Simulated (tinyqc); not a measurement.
Schottky diode by thermionic emission with image-force lowering and series resistance: two steps of the calculation.

Metal on an n-type semiconductor with one parabolic valley; V > 0 is forward bias (metal positive). I = I0 [exp(Vj/(n Vt)) - 1] with Vj = V - I Rs; I0 = S A* T^2 exp(-(phi - dphi)/Vt), the lowering dphi taken at zero bias.

Parameters, values chosen for the exercise; band and dielectric values those of a made-up semiconductor: temperature T = 300 K; electron mass me = 0.221 m0; relative permittivity eps_r = 7.66; barrier height seen from the metal phi = 1.09 eV; donor density Nd = 9.6e15 cm^-3; area S = 0.00013 cm^2; ideality factor n = 1.06; series resistance Rs = 190 ohm.

Constants: q = 1.602176634e-19 C, kB = 1.380649e-23 J/K, h = 6.62607015e-34 J s, m0 = 9.1093837015e-31 kg, Vt = kB T/q, eps0 = 8.8541878128e-14 F/cm where lengths are in cm. Results are converted to the units shown.

Problem 1. Saturation current. A* = 4 pi q me m0 kB^2/h^3 (times 1e-4 for A/(cm^2 K^2)); Nc = 2 (2 pi me m0 kB T/h^2)^1.5 (times 1e-6 for cm^-3); xi = Vt ln(Nc/Nd), Vbi = phi - xi; surface field Em = sqrt(2 q Nd (Vbi - V - Vt)/(eps0 eps_r)); dphi = sqrt(q Em/(4 pi eps0 eps_r)). Here V = 0 in Em.

Find: A*; Nc; Vbi; Em; dphi; I0.

Solution 1.

A* = 26.56 A/(cm^2 K^2)
Nc = 2.607e18 cm^-3
Vbi = 0.9451 V
Em = 64.57 kV/cm
dphi = 34.84 meV
I0 = 5.841e-16 A

The lowering raises I0 by a factor of 3.85.

Problem 2. Current and small-signal resistance. I = I0 [exp(Vj/(n Vt)) - 1], dV/dI = Rs + n Vt/(I + I0).

I0 = 5.8409192e-16 A
converged Vj = 0.79635683 V

Find: I; drop over Rs; dV/dI.

Solution 2.

I = 2.4402 mA
drop over Rs = 0.46364 V
dV/dI = 201.23 ohm

tinyqc, about 0.01 s, one thread, Intel Xeon 2.30GHz (shared host): `OMP_NUM_THREADS=1 python tinyqc.py 2640116 2640117 out.jsonl`
